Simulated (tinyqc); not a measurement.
Inside a calculation. Model: n-type polysilicon, carrier trapping at grain boundaries.

tinyqc, about 0.01 s, one thread, Intel Xeon 2.30GHz (shared host): `OMP_NUM_THREADS=1 python tinyqc.py 2830216 2830217 out.jsonl` Printed values are rounded.

One-dimensional grains of size Lg, uniform ionised doping N, monovalent traps Qt at each boundary at a depth Et below (for electrons) or above (for holes) the band edge there, abrupt depletion of width W on each side of a boundary, Boltzmann statistics. xi is the distance from the band edge at the grain centre to the Fermi level. Trapped charge Qt/(1 + exp((xi + VB - Et)/Vt)) = 2 N W, barrier VB = q N W^2/(2 eps0 eps_r).

Parameters, values chosen for the exercise; values of the order met in polycrystalline silicon: temperature T = 300 K; relative permittivity eps_r = 11.7; conduction-band density of states at T NB = 2.8e19 cm^-3; grain size Lg = 36 nm; trap density of a grain boundary Qt = 9.5e11 cm^-2; depth of the trap level from the majority band edge at the boundary Et = 0.46 eV; mass for thermionic emission ms = 0.47 m0; correction factor of the emission rate fe = 0.5; mobility inside the grains mug = 55 cm^2/(V s); doping N = 1.9e18 cm^-3.

Constants: q = 1.602176634e-19 C, kB = 1.380649e-23 J/K, m0 = 9.1093837015e-31 kg, Vt = kB T/q, eps0 = 8.8541878128e-14 F/cm where lengths are in cm. Results are converted to the units shown.

Range of the model: VB is below Vt, where abrupt depletion and thermionic emission are rough.

## Starting value

W = 1.5 nm.

W at the start = 1.5 nm

## Iteration 1: new W

Partly depleted grain, xi = Vt ln(NB/N): f = 1/(1 + exp((xi + VB - Et)/Vt)), g = Qt f - 2 N W, g' = -2 Qt f (1 - f) VB/(W Vt) - 2 N, W(new) = W - g/g'.

VB = 0.00330584 V
f = 1.00000
g = 3.80000e11 cm^-2
g' = -3.80000e11 cm^-2/nm
W after iteration 1 = 2.50000 nm

## Iteration 2: new W

As before.

VB = 0.00918288 V
f = 1.00000
g = -25242.7 cm^-2
g' = -3.80000e11 cm^-2/nm
W after iteration 2 = 2.50000 nm

## Course of the iteration

Stop when the step is below 1e-10 nm, or after 40 iterations.

Course of the iteration:
```
iteration  W before the step (nm)  step (nm)
1                             1.5       1.00
2                         2.50000   -6.64e-8
3                         2.50000    < 1e-13
```

Converged in 3 iterations.

## Depletion width, Fermi level and barrier

If the trap equation with xi = Vt ln(NB/N) has a root W < Lg/2, the grain is partly depleted; otherwise W = Lg/2 and the trap equation gives xi = Et - VB + Vt ln(Qt/(N Lg) - 1). N* = Qt/Lg.

N* = 2.63889e17 cm^-3
W = 2.50000 nm
xi = 0.0695509 V
VB = 0.00918288 V
share of traps filled = 1.00000

N is 7.20 N*, and the grain is partly depleted; VB = 0.355 Vt.

## Resistivity and effective mobility

n0 = NB exp(-xi/Vt); mean density n0 (1 - 2 W/Lg) by charge balance in a partly depleted grain, and n0 (sqrt(pi)/2) erf(u)/u with u = sqrt(VB/Vt) in a fully depleted one; v = sqrt(kB T/(2 pi ms m0)); barrier resistivity Vt exp(VB/Vt)/(q fe n0 v Lg); grain resistivity (1 - 2 W/Lg)/(q n0 mug); effective mobility 1/(q mean density total resistivity).

n0 = 1.9e18 cm^-3
mean density = 1.63611e18 cm^-3
v = 3.92391e6 cm/s
barrier resistivity = 0.0171516 ohm cm
grain resistivity = 0.0514319 ohm cm
resistivity = 0.0685835 ohm cm
effective mobility = 55.6234 cm^2/(V s)

The resistivity is 1.15 times that of a single crystal with the same N and mobility mug, and the mean density is 86.1 % of N. The effective mobility exceeds mug only because drift through the depleted grain is left out.
